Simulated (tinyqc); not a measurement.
Inside a calculation. Method: RHF in the 3-21g basis, for H3+, spin multiplicity 1. One step of it, computed by the program tinyqc.

Task: Iteration 2: diagonalisation and new density. Diagonalise F' = X^T F X, C = X C', fill 1 alpha and 1 beta electrons from the bottom; D = 2 C_occ C_occ^T. Each column has its largest component positive (the first on a tie).

extrapolated F (hartree), lower triangle:
```
           1H 1s      1H 2s      2H 1s      2H 2s      3H 1s      3H 2s
1H 1s  -0.301336
1H 2s  -0.794770  -0.802598
2H 1s  -0.488446  -0.530830  -0.104241
2H 2s  -0.588492  -0.623072  -0.580416  -0.564691
3H 1s  -0.470652  -0.525422  -0.102732  -0.241056  -0.161036
3H 2s  -0.576279  -0.622821  -0.249486  -0.384869  -0.592614  -0.577229
```

X, lower triangle:
```
           1H 1s      1H 2s      2H 1s     2H 2s      3H 1s     3H 2s
1H 1s   1.263285
1H 2s  -0.596946   2.653076
2H 1s  -0.034326  -0.006817   1.243110
2H 2s   0.080983  -1.026593  -0.473322  1.792601
3H 1s  -0.034326  -0.006817   0.003137  0.048902   1.243110
3H 2s   0.080983  -1.026593   0.048902  0.279719  -0.473322  1.792601
```

Give: F' = X^T F X; orbital energies; coefficients C; D after iteration 2.

Result:

F' = X^T F X (hartree), lower triangle:
```
         1        2        3        4        5       6
1   0.3500
2  -0.7313   0.1122
3  -0.2669  -0.1641   0.4105
4  -0.1048  -0.2323  -0.5703   0.0367
5  -0.2489  -0.1575   0.0272   0.0056   0.3342
6  -0.0931  -0.2268  -0.0012  -0.0824  -0.5589  0.0086
```

orbital energies (hartree): MO1 -0.9908, MO2 -0.3555, MO3 0.0225, MO4 0.6929, MO5 0.8104, MO6 1.0728

coefficients C:
```
          MO1      MO2      MO3      MO4      MO5      MO6
1H 1s  0.3076  -0.0189   0.2231   0.5264   0.2341  -1.2211
1H 2s  0.4314  -0.0911   2.0077  -0.6842  -0.3517   2.1647
2H 1s  0.1983  -0.2481  -0.0822   0.5233   1.0388   0.5589
2H 2s  0.1055  -0.5423  -1.4099  -0.1166  -0.9300  -1.1862
3H 1s  0.2021   0.2823  -0.0567   0.9758  -0.7254   0.4132
3H 2s  0.1070   0.6522  -1.3459  -0.6127   0.9214  -1.0515
```

D after iteration 2, lower triangle:
```
        1H 1s   1H 2s   2H 1s   2H 2s   3H 1s   3H 2s
1H 1s  0.1892
1H 2s  0.2653  0.3722
2H 1s  0.1220  0.1711  0.0787
2H 2s  0.0649  0.0910  0.0418  0.0222
3H 1s  0.1243  0.1744  0.0802  0.0426  0.0817
3H 2s  0.0658  0.0923  0.0424  0.0226  0.0433  0.0229
```
